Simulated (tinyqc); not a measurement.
Frequency dispersion of an accumulation capacitance by border traps, distributed model: two steps of the calculation.

Traps spread evenly through the insulator exchange electrons with the semiconductor by tunnelling, with tau(x) = t0 exp(2 ka x) at depth x from the interface. The admittance per area Y seen at depth x obeys dY/dx = -Y^2/(i w eps0 eox) + q Nb ln(1 + i w tau)/tau, with Y(0) = i w Cs and w = 2 pi f; the gate sees Y(tox) = G + i w C. Working variable y = Y/(i w), in uF/cm^2. Cox = eps0 eox/tox.

Inputs (values chosen for the exercise); permittivity close to that of zirconium oxide: relative permittivity of the insulator eox = 22.6; insulator thickness tox = 3.4 nm; semiconductor capacitance in accumulation Cs = 0.5 uF/cm^2; density of border traps Nb = 9.1e19 cm^-3 eV^-1; decay constant of the wave function in the insulator ka = 5.4 1/nm; time constant of a trap at the interface t0 = 1e-9 s; frequency f = 100 Hz; depth down to which the steps are taken xe = 1.8 nm.

Constants: q = 1.602176634e-19 C, eps0 = 8.8541878128e-14 F/cm where lengths are in cm. Results are converted to the units shown.

Task 1. Scales and lumped estimate. Cox; trap-free value 1/(1/Cox + 1/Cs); response depth d = ln(1/(w t0))/(2 ka), where w tau = 1; lumped estimate: all traps within d act as C_bt = q Nb d placed at d/2, so C = 1/{1/[1/(1/Cs + d/(2 eps0 eox)) + C_bt] + (tox - d/2)/(eps0 eox)}.

Find: Cox; trap-free C; d; C_bt; lumped C.

Result 1.

Cox = 5.8854 uF/cm^2
trap-free C = 0.46085 uF/cm^2
d = 1.3222 nm
C_bt = 1.9278 uF/cm^2
lumped C = 1.8177 uF/cm^2

The traps within reach amount to 3.86 Cs and lie in the first 38.9 % of the insulator.

Task 2. Midpoint steps through the active depth. In terms of y: dy/dx = -y^2/(eps0 eox) + s(x), s = q Nb ln(1 + z)/z, z = i w tau. 11 midpoint steps of h = xe/11: y_half = y + (h/2) y'(x, y), y(new) = y + h y'(x + h/2, y_half).

Wanted: x; s; y.

Result 2.

```
point   x (nm)  s (uF/(cm^2 nm))     y (uF/cm^2)
0            0    1.4580+0.0000i  0.5000+0.0000i
1      0.16364    1.4580+0.0000i  0.7355+0.0000i
2      0.32727    1.4580+0.0000i  0.9681+0.0000i
3      0.49091    1.4580-0.0001i  1.1971+0.0000i
4      0.65455    1.4580-0.0005i  1.4216+0.0000i
5      0.81818    1.4580-0.0032i  1.6410-0.0003i
6      0.98182    1.4577-0.0184i  1.8545-0.0015i
7       1.1455    1.4474-0.1069i  2.0614-0.0087i
8       1.3091    1.2009-0.4715i  2.2522-0.0483i
9       1.4727    0.3951-0.4719i  2.3359-0.1409i
10      1.6364    0.0754-0.1663i  2.3201-0.1829i
11      1.8000    0.0131-0.0432i  2.2821-0.1898i
```

Numbers from tinyqc (`OMP_NUM_THREADS=1 python tinyqc.py 2202045 2202046 out.jsonl`; about 0.4 s on one thread of a shared Intel Xeon 2.30GHz).
